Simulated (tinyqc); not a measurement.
Worked calculation (part 2 of 2): RHF in the sto-3g basis, for BeH2, spin multiplicity 1. Computed by tinyqc, a small Python program that keeps every step (integrals from PySCF). Command: `OMP_NUM_THREADS=1 python tinyqc.py 25528 25529 out.jsonl` (the two numbers bound the seeds that draw the settings). One thread of a shared host (Intel(R) Xeon(R) Processor @ 2.60GHz), about 0.06 s of CPU time with the checks.

Geometry (angstrom):
```
atom       x        y       z
Be    0.0000   0.0000  0.0000
H     0.0000   1.5090  0.0000
H     0.0000  -1.5090  0.0000
```

## Convergence

Stop when the energy changes by less than 1e-09 hartree and every element of the error matrix X^T (F D S - S D F) X is below 9e-06.

Course of the cycle:
```
iteration  E (hartree)     change  largest element of the error matrix
1           -14.866183          -                             5.58e-01
2           -15.179410  -3.13e-01                             3.13e-01
3           -15.349832  -1.70e-01                             1.70e-01
4           -15.438631  -8.88e-02                             9.11e-02
5           -15.483964  -4.53e-02                             4.85e-02
6           -15.506875  -2.29e-02                             2.58e-02
7           -15.518395  -1.15e-02                             1.38e-02
8           -15.524171  -5.78e-03                             7.38e-03
9           -15.527064  -2.89e-03                             3.97e-03
10          -15.528512  -1.45e-03                             2.15e-03
11          -15.529236  -7.24e-04                             1.17e-03
12          -15.529599  -3.62e-04                             6.42e-04
13          -15.529780  -1.81e-04                             3.55e-04
14          -15.529870  -9.06e-05                             1.98e-04
...                ...        ...                                  ...
18          -15.529955  -5.66e-06                             2.11e-05
19          -15.529958  -2.83e-06                             1.23e-05
20          -15.529960  -1.42e-06                             7.29e-06
21          -15.529960  -7.08e-07                             4.34e-06
22          -15.529961  -3.54e-07                             2.61e-06
23          -15.529961  -1.77e-07                             1.58e-06
24          -15.529961  -8.85e-08                             9.60e-07
25          -15.529961  -4.42e-08                             5.88e-07
26          -15.529961  -2.21e-08                             3.62e-07
27          -15.529961  -1.11e-08                             2.24e-07
28          -15.529961  -5.53e-09                             1.39e-07
29          -15.529961  -2.76e-09                             8.66e-08
30          -15.529961  -1.38e-09                             5.41e-08
31          -15.529961  -6.91e-10                             3.39e-08
```

PySCF RHF in the same basis = -15.529961 hartree

Converged in 31 iterations.

## Populations, bond orders and dipole

D after iteration 31:
```
          1Be 1s   1Be 2s  1Be 2px  1Be 2py  1Be 2pz    2H 1s    3H 1s
1Be 1s    2.0594  -0.1932   0.0000   0.0000   0.0000  -0.1757  -0.1757
1Be 2s   -0.1932   0.7118   0.0000   0.0000   0.0000   0.4674   0.4674
1Be 2px   0.0000   0.0000   0.0000   0.0000   0.0000   0.0000   0.0000
1Be 2py   0.0000   0.0000   0.0000   0.4944   0.0000   0.4215  -0.4215
1Be 2pz   0.0000   0.0000   0.0000   0.0000   0.0000   0.0000   0.0000
2H 1s    -0.1757   0.4674   0.0000   0.4215   0.0000   0.6675  -0.0513
3H 1s    -0.1757   0.4674   0.0000  -0.4215   0.0000  -0.0513   0.6675
```

overlap S:
```
         1Be 1s  1Be 2s  1Be 2px  1Be 2py  1Be 2pz   2H 1s    3H 1s
1Be 1s   1.0000  0.2595   0.0000   0.0000   0.0000  0.0479   0.0479
1Be 2s   0.2595  1.0000   0.0000   0.0000   0.0000  0.3935   0.3935
1Be 2px  0.0000  0.0000   1.0000   0.0000   0.0000  0.0000   0.0000
1Be 2py  0.0000  0.0000   0.0000   1.0000   0.0000  0.4741  -0.4741
1Be 2pz  0.0000  0.0000   0.0000   0.0000   1.0000  0.0000   0.0000
2H 1s    0.0479  0.3935   0.0000   0.4741   0.0000  1.0000   0.0176
3H 1s    0.0479  0.3935   0.0000  -0.4741   0.0000  0.0176   1.0000
```

Mulliken: Z minus the diagonal of D S on the atom; Loewdin: the same with S^(1/2) D S^(1/2); Mayer order: 2 sum_s sum (D(s) S)_ij (D(s) S)_ji over the two atoms.

Charges (e):
```
atom  Mulliken  Loewdin
1Be     0.0840   0.0710
2H     -0.0420  -0.0355
3H     -0.0420  -0.0355
```

Mayer bond orders:
```
pair   order
2-1   0.9942
3-1   0.9942
3-2   0.0041
```

dipole moment about the origin, x y z (debye): 0.0000  0.0000  0.0000
